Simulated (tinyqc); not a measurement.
Standing waves and exposure in a photoresist film: one step. Round trip and reflectance. Five cases, with inputs chosen for the exercise.

Task: Form p^2, the denominator and R; the period of the standing wave is lam/(2 n1).

Normal incidence from air. Unexposed resist: N1 = n1 + i k1 with k1 = (A + B) lam/(4 pi), lam in micrometres. r01 = (1 - N1)/(1 + N1), t01 = 2/(1 + N1). Substrate Ns = ns + i ks: r12 = (N1 - Ns)/(N1 + Ns). With p = exp(2 pi i N1 d/lam), the field at depth z is E(z) = t01 [exp(2 pi i N1 z/lam) + r12 p^2 exp(-2 pi i N1 z/lam)]/(1 + r01 r12 p^2), the relative intensity I(z) = n1 |E(z)|^2 and the reflectance R = |(r01 + r12 p^2)/(1 + r01 r12 p^2)|^2.

Case 1.

Values chosen (out of a larger set: a resist on Si, indices near tabulated ones; not measured data): d = 516 nm (resist thickness); lam = 248 nm (vacuum wavelength).

N1 = 1.7570000+0.0181564i
r01 = -0.274605-0.004777i
r12 = -0.499603-0.521054i

Case 2.

Values chosen (out of a larger set: a resist on polySi, indices near tabulated ones; not measured data): d = 123 nm (resist thickness); lam = 193 nm (vacuum wavelength).

N1 = 1.7210000+0.0168943i
r01 = -0.265004-0.004563i
r12 = -0.247777-0.614594i

Case 3.

Values chosen (out of a larger set: a resist on Si, indices near tabulated ones; not measured data): d = 101 nm (resist thickness); lam = 193 nm (vacuum wavelength).

N1 = 1.6800000+0.0119796i
r01 = -0.253746-0.003336i
r12 = -0.414412-0.647316i

Case 4.

Values chosen (out of a larger set: a resist on polySi, indices near tabulated ones; not measured data): d = 355 nm (resist thickness); lam = 248 nm (vacuum wavelength).

N1 = 1.7650000+0.0189458i
r01 = -0.276707-0.004956i
r12 = -0.373606-0.487377i

Case 5.

Values chosen (out of a larger set: a resist on W, indices near tabulated ones; not measured data): d = 1179 nm (resist thickness); lam = 365 nm (vacuum wavelength).

N1 = 1.6870000+0.0127801i
r01 = -0.255692-0.003540i
r12 = -0.461895-0.256607i

Give: p^2; 1 + r01 r12 p^2; R; period.

Result:

Case 1.

p^2 = -0.2340+0.5764i
1 + r01 r12 p^2 = 0.8846+0.0436i
R = 0.0631
period = 70.57 nm

The film holds 7.31 periods.

Case 2.

p^2 = 0.3031+0.8192i
1 + r01 r12 p^2 = 0.8847+0.1012i
R = 0.2292
period = 56.07 nm

The film holds 2.19 periods.

Case 3.

p^2 = 0.0484-0.9230i
1 + r01 r12 p^2 = 1.1579-0.0870i
R = 0.6528
period = 57.44 nm

The film holds 1.76 periods.

Case 4.

p^2 = 0.6721+0.2326i
1 + r01 r12 p^2 = 1.0361+0.1154i
R = 0.3199
period = 70.25 nm

The film holds 5.05 periods.

Case 5.

p^2 = 0.4782-0.3545i
1 + r01 r12 p^2 = 1.0799-0.0094i
R = 0.2774
period = 108.18 nm

The film holds 10.90 periods.

Computed by tinyqc, one run a case: `OMP_NUM_THREADS=1 python tinyqc.py N N+1 out.jsonl` with N = 1652702, 1680129, 1680236, 1680373, 1680636; one thread of a shared Intel(R) Xeon(R) Processor @ 2.30GHz, about 0.01 s a run at most.
